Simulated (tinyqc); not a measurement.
Levels against anisotropy: donor in an ellipsoidal valley (Kohn-Luttinger variational method). Computed by tinyqc, a small Python program. Command: `OMP_NUM_THREADS=1 python tinyqc.py 3010367 3010368 out.jsonl kohnlutt walk`. One thread of a shared host (Intel(R) Xeon(R) Processor @ 2.30GHz), about 0.03 s of CPU time with the checks.

H = -(d^2/dx^2 + d^2/dy^2) - gamma d^2/dz^2 - 2/r in units built on m_t, with gamma = m_t/m_l and z along the valley axis. One valley; no valley-orbit or central-cell term.

Inputs (values chosen for the exercise, modelled on silicon): transverse mass m_t = 0.188 m_0; longitudinal mass m_l = 0.935 m_0; dielectric constant eps = 11.4.

Constants: Ry = 13.605693123 eV; a_0 = 0.529177210903 angstrom.

Method:
- Ry* = Ry m_t/eps^2, a* = a_0 eps/m_t, gamma = m_t/m_l.
- Trial function exp(-sqrt((x^2 + y^2)/a^2 + z^2/b^2)) with beta = b/a < 1: E = t/a^2 - u/a, t = (2 + gamma/beta^2)/3, u = 2 arcsin(sqrt(1 - beta^2))/sqrt(1 - beta^2); the best a is 2 t/u and E(beta) = -u^2/(4 t).
- The trial energy is minimised over beta by golden section from 0.05 to 0.999, 60 steps.
- Gaussian basis: g = P exp(-al (x^2 + y^2) - be z^2) with P = 1 (s-like), z (2p0) or x (2p+-); al = 0.004 x 2.6^k, k = 0..11, and be/al = 1, gamma^(-1/2) or 1/gamma (36 functions); 1/r = (2/sqrt(pi)) int exp(-t^2 r^2) dt by 48 Gauss-Legendre points after t = sqrt(al_i + al_j) tan(theta); overlap eigenvalues below 1e-10 are dropped.

gamma = 0.201070

Binding energies (Ry*):
```
gamma  1s, trial  1s, Gaussians     2p0     2p+-
0.05      2.0896         2.1013  1.0241  0.36840
0.10      1.8387         1.8445  0.7905  0.34751
0.20      1.5798         1.5821  0.5866  0.32250
0.30      1.4283         1.4294  0.4834  0.30600
0.35      1.3713         1.3720  0.4474  0.29939
0.59      1.1819         1.1820  0.3390  0.27567
0.85      1.0548         1.0548  0.2753  0.25806
```

What follows from these numbers?

As gamma falls from 0.85 to 0.05, 1s deepens from 1.055 to 2.101 Ry*, on the way from the hydrogen value 1 to the two-dimensional limit 4; 2p+- moves from 0.258 to 0.368 (limits 1/4 and 4/9), while 2p0 climbs from 0.275 to 1.024 and joins 1s as gamma tends to 0. Near gamma = 1 the trial function is almost exact and can pass the Gaussian basis, whose own error is about 3e-5 Ry*.

Extremes, crossings and ranges named in words are read from the listed rows.
